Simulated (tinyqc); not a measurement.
Inside a calculation. Model: leakage through a gate insulator: direct, Fowler-Nordheim, trap-assisted and Poole-Frenkel currents. Computed by tinyqc, a small Python program that keeps every step. Command: `OMP_NUM_THREADS=1 python tinyqc.py 3028725 3028726 out.jsonl oxideleak walk`. One thread of a shared host (Intel(R) Xeon(R) Processor @ 2.30GHz), about 0.01 s of CPU time with the checks. Intermediate numbers are printed to about 5 digits and carried at full precision; extremes and crossings named in words are read from the listed rows.

Electrons enter from the cathode Fermi level at x = 0; the conduction band of the insulator lies phi_b - e F x above it, F = V/t. WKB exponents use a parabolic band with mass m.

Inputs (values chosen for the exercise, with an insulator like Al2O3):

| quantity | value | unit |
|---|---|---|
| thickness t | 1.5 | nm |
| barrier phi_b | 2.28 | eV |
| tunnelling mass m | 0.32 | m_0 |
| static constant eps_ox | 8.95 | - |
| optical constant eps_opt | 3.15 | - |
| voltage across the insulator V | 0.57 | V |
| trap depth phi_t | 1.4 | eV |
| trap density N_t | 2.4e+18 | cm^-3 |
| attempt rate nu_0 | 4e+12 | 1/s |
| activation of capture E_a | 0.23 | eV |
| temperature T | 350 | K |

Constants: hbar^2/(2 m_0) = 3.80998212 eV angstrom^2; e = 1.602176634e-19 C; hbar = 1.054571817e-34 J s; k_B = 8.617333262e-05 eV/K; eps_0 = 8.8541878128e-12 F/m.

## Field and tunnelling without traps

For a level a distance phi(x) below the band, the WKB exponent is 2 int kappa dx with kappa = sqrt(m phi/(hbar^2/2m_0)); for a linear barrier from phi_1 down to phi_2 = max(phi_1 - e F d, 0) it is G = (4/3) sqrt(m/(hbar^2/2m_0)) (phi_1^(3/2) - phi_2^(3/2))/(e F). J_tun = e^3 F^2/(16 pi^2 hbar m phi_b) x exp(-G) / [1 - sqrt(phi_2/phi_b)]^2 with the free-electron mass in the cathode (m in m_0), phi_2 = max(phi_b - e V, 0): direct tunnelling for e V < phi_b, Fowler-Nordheim above. Image forces, back-flow and the limit on supply are left out, so J_tun is overstated below about 0.5 V. Equivalent oxide thickness = 3.9 t/eps_ox.

field F = 3.8 MV/cm

equivalent oxide thickness = 0.65363 nm

WKB exponent G = 12.270

tunnelling current J_tun = 7974.1 A/cm^2

The barrier is a trapezoid: direct tunnelling.

## One trap at several depths

A trap at depth x lies phi_t below the band. Capture: tunnel at the cathode Fermi level from 0 to x (G_in from phi_1 = phi_b), rate nu_0 exp(-G_in - E_c/k_B T) with E_c = E_a + max(phi_b - phi_t - e F x, 0), the last term being the height of the trap above the cathode Fermi level. Emission: tunnel from the trap level to the anode (G_out from phi_1 = phi_t over t - x), rate nu_0 exp(-G_out - E_a/k_B T). Re-emission to the cathode follows from detailed balance, rate_back = rate_in exp(dE/k_B T) with dE = phi_b - phi_t - e F x. Each trap passes R = rate_in rate_out/(rate_in + rate_back + rate_out) electrons per second; filling from the anode is left out. Depths: t times 0.08, 0.2, 0.32, 0.44, 0.56, 0.68, 0.8 and 0.92, rounded to 0.01 nm.

Rates:

| x (nm) | G_in | G_out | E_c (eV) | rate in (1/s) | rate back (1/s) | rate out (1/s) | R (1/s) |
|---|---|---|---|---|---|---|---|
| 0.12 | 1.045 | 8.5130 | 1.0644 | 0.00066 | 6.8608e+08 | 3.9178e+05 | 3.7841e-07 |
| 0.30 | 2.593 | 7.5179 | 0.9960 | 0.00136 | 1.4598e+08 | 1.0598e+06 | 9.8210e-06 |
| 0.48 | 4.116 | 6.4861 | 0.9276 | 0.00287 | 3.1822e+07 | 2.9739e+06 | 2.4521e-04 |
| 0.66 | 5.614 | 5.4188 | 0.8592 | 0.00619 | 7.1100e+06 | 8.6467e+06 | 3.3976e-03 |
| 0.84 | 7.088 | 4.3172 | 0.7908 | 0.01370 | 1.6289e+06 | 2.6019e+07 | 1.2893e-02 |
| 1.02 | 8.536 | 3.1822 | 0.7224 | 0.03110 | 3.8280e+05 | 8.0942e+07 | 3.0951e-02 |
| 1.20 | 9.958 | 2.0150 | 0.6540 | 0.07244 | 9.2327e+04 | 2.6008e+08 | 7.2417e-02 |
| 1.38 | 11.354 | 0.8162 | 0.5856 | 0.17328 | 2.2864e+04 | 8.6242e+08 | 1.7327e-01 |

The most effective of these traps sits at 1.38 nm, 92 % of the way; where rate back exceeds rate out, re-emission drains the trap, and elsewhere the slower forward step limits R.

## Trap-assisted current

J_TAT = e N_t int_0^t R dx by the midpoint rule on 400 intervals; the most effective depth is the midpoint with the largest R, rounded to 0.01 nm.

trap-assisted current J_TAT = 2.4346e-09 A/cm^2

most effective depth = 1.5 nm

## Poole-Frenkel bound

Poole-Frenkel emission over the lowered barrier of a charged trap: lowering sqrt(e F/(pi eps_opt eps_0)); J_PF = e N_t^(2/3) nu_0 exp(-(phi_t - lowering)/k_B T), one sheet of traps emitting with supply unlimited (an upper bound).

barrier lowering = 0.83357 eV

Poole-Frenkel bound J_PF = 0.0080172 A/cm^2

Caution: the film is too thin for the Poole-Frenkel picture (the lowering is a large part of the whole drop, or the traps are further apart than the film is thick), so J_PF is only nominal.

## Total without and with traps

J = J_tun + J_TAT (the Poole-Frenkel bound is not added); the ratio J/J_tun is the excess that stress-made traps add.

total current J = 7974.1 A/cm^2

J/J_tun = 1

## Against voltage

The formulas are those given above.

Currents:

| V (V) | F (MV/cm) | J_tun (A/cm^2) | J_TAT (A/cm^2) | best depth (nm) |
|---|---|---|---|---|
| 0.18 | 1.200 | 4847 | 1.8442e-13 | 0.71 |
| 0.36 | 2.400 | 6081 | 7.7420e-12 | 0.90 |
| 0.55 | 3.667 | 7768 | 1.3389e-09 | 1.50 |
| 0.73 | 4.867 | 9853 | 3.5750e-07 | 1.50 |
| 0.92 | 6.133 | 12746 | 1.2390e-04 | 1.43 |
| 1.10 | 7.333 | 16376 | 1.1437e-03 | 1.20 |
| 1.28 | 8.533 | 21186 | 4.3748e-03 | 1.03 |
| 1.47 | 9.800 | 28027 | 1.2053e-02 | 0.90 |
| 1.65 | 11.000 | 36818 | 2.4501e-02 | 0.80 |

Tunnelling without traps rules in every row. Over the range J_tun grows by 0.9 decades and J_TAT by 11.1. The highest rows may lie beyond breakdown. Below about 0.5 V the formula for J_tun, which has no back-flow, overstates the current.

## Against thickness at fixed field

The formulas are those given above.

Currents:

| t (nm) | V (V) | J_tun (A/cm^2) | J_TAT (A/cm^2) |
|---|---|---|---|
| 1.2 | 0.456 | 1.2955e+05 | 5.6989e-10 |
| 1.6 | 0.608 | 3.2641e+03 | 3.9958e-09 |
| 2.2 | 0.836 | 2.1065e+01 | 9.1636e-08 |
| 3.0 | 1.140 | 5.2781e-02 | 3.1566e-07 |
| 4.0 | 1.520 | 9.0060e-05 | 3.1190e-07 |
| 5.5 | 2.090 | 8.7521e-08 | 2.3715e-07 |
| 7.5 | 2.850 | 1.9077e-08 | 2.0623e-07 |
| 10.0 | 3.800 | 1.9077e-08 | 2.0616e-07 |

Between the first rows J_tun falls by 4.00 decades per nm. From t = phi_b/(e F) = 6.00 nm it stops changing, since a triangular barrier does not feel the thickness. J_TAT overtakes J_tun between 4 and 5.5 nm. Below about 0.5 V the formula for J_tun, which has no back-flow, overstates the current.

Checks made by the program: the WKB exponent by quadrature (relative difference below 1e-10); the integral with twice the points (relative difference 1e-05).
